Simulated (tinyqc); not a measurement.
Sp3 tight binding, zinc-blende lattice, step by step. One step of it, computed by the program tinyqc.

Task: Levels at k. Diagonalise the Hermitian matrix.

H(k) at k (eV), lower triangle (Hermitian):
```
                      a s                a px                 a py                 a pz
a s            -12.550000
a px             0.000000           -6.910000
a py             0.000000            0.000000            -6.910000
a pz             0.000000            0.000000             0.000000            -6.910000
c s   -1.906932+3.004843i  1.225913-1.803037i  -2.841132+0.777988i  -1.184374+1.866275i
c px  -1.225913+1.803037i  0.462286-0.728447i   1.372413-2.162577i   3.292208-0.901507i
c py   2.841132-0.777988i  1.372413-2.162577i   0.462286-0.728447i  -1.420547+2.089299i
c pz   1.184374-1.866275i  3.292208-0.901507i  -1.420547+2.089299i   0.462286-0.728447i

             c s       c px       c py       c pz
c s   -12.550000
c px    0.000000  -6.910000
c py    0.000000   0.000000  -6.910000
c pz    0.000000   0.000000   0.000000  -6.910000
```

Give: eigenvalues; weights |c|^2 of the basis functions.

Result:

eigenvalues (eV): -17.4352  -14.3179  -11.1177  -11.0028  -5.3599  -3.3624  -2.8164  -1.1477

weights |c|^2 of the basis functions:
```
      band 1  band 2  band 3  band 4  band 5  band 6  band 7  band 8
a s   0.4545  0.1831  0.0357  0.0002  0.2814  0.0200  0.0000  0.0250
a px  0.0098  0.1090  0.0703  0.2734  0.0470  0.0671  0.2550  0.1684
a py  0.0259  0.0981  0.2774  0.0034  0.1193  0.3368  0.0001  0.1389
a pz  0.0098  0.1098  0.1166  0.2230  0.0522  0.0761  0.2449  0.1677
c s   0.4545  0.1831  0.0357  0.0002  0.2814  0.0200  0.0000  0.0250
c px  0.0098  0.1090  0.0703  0.2734  0.0470  0.0671  0.2550  0.1684
c py  0.0259  0.0981  0.2774  0.0034  0.1193  0.3368  0.0001  0.1389
c pz  0.0098  0.1098  0.1166  0.2230  0.0522  0.0761  0.2449  0.1677
```
